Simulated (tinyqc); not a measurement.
UHF in the sto-3g basis, for Be+, spin multiplicity 2, step by step. This run ends on a higher stationary point, not on the lowest solution. One step of it, computed by the program tinyqc.

Question. Iteration 3: DIIS coefficients. Solve [B -1; -1 0][c; lambda] = [0; -1] for the coefficients, which sum to one.

B (overlaps of the stored error matrices):
$$\begin{pmatrix}
7.8707806e-03 & 1.9758961e-03 & 3.4515513e-04 \\
1.9758961e-03 & 4.9633355e-04 & 8.6728153e-05 \\
3.4515513e-04 & 8.6728153e-05 & 1.5157132e-05
\end{pmatrix}$$

Give: DIIS coefficients.

Answer.

DIIS coefficients: [0.030, -0.350, 1.320]
